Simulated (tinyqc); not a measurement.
## Trap density from swing and capacitance

Question. In an MOS structure at one bias the subthreshold swing is S = Vt ln 10 (1 + (Cd + q Dit)/Cox) and 1/C_HF = 1/Cox + 1/Cd, Cox = 3.9 eps0/EOT. Find Cd and Dit.

Parameters, values chosen for the exercise:
- T = 300 K (temperature)
- EOT = 4.4 nm (equivalent oxide thickness)

Constants: q = 1.602176634e-19 C, kB = 1.380649e-23 J/K, Vt = kB T/q, eps0 = 8.8541878128e-14 F/cm where lengths are in cm. Results are converted to the units shown.

S = 76.096260 mV/decade
C_HF = 167.32994 nF/cm^2

Answer. C_HF gives Cd, and the swing gives Cd + q Dit.

Cd = 212.7 nF/cm^2
Dit = 3.610e10 cm^-2 eV^-1

Numbers from tinyqc (`OMP_NUM_THREADS=1 python tinyqc.py 2030052 2030053 out.jsonl`; about 0.01 s on one thread of a shared Intel Xeon 2.30GHz).
